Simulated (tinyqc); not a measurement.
Coherent transport through a tight-binding region between two chains, step by step. One step of it, computed by the program tinyqc.

Task: Transmission at E = 0.54 eV. Surface Green function g = (E - i sqrt(4 t^2 - E^2)) / (2 t^2); self-energy tc^2 g on each contact site; G = (E - H - Sigma)^(-1); Gamma = -2 Im Sigma; T = Gamma_L Gamma_R |G_LR|^2; local density of states -Im G_ii / pi.

H of the central region (eV):
```
,1,2,3
1,0.000000,-0.540000,0.000000
2,-0.540000,0.580000,-0.540000
3,0.000000,-0.540000,0.000000
```

Leads: semi-infinite chains with site energy 0:
```
parameter,value
lead hopping t (eV),2.390000
coupling to the left lead (eV),0.730000
coupling to the right lead (eV),1.480000
left contact site,1
right contact site,3
```

E = 0.540000 eV

Give: g; G; local density of states; transmission.

Result:

g = 0.0473-0.4157i 1/eV

G (1/eV):
```
,1,2,3
1,0.4897-0.4898i,1.1841+0.2660i,-0.4020+0.5095i
2,1.1841+0.2660i,-1.0197-0.7394i,0.5922-0.3208i
3,-0.4020+0.5095i,0.5922-0.3208i,0.4458-0.5333i
```

local density of states (1/eV): 0.1559  0.2354  0.1697

transmission = 0.3399
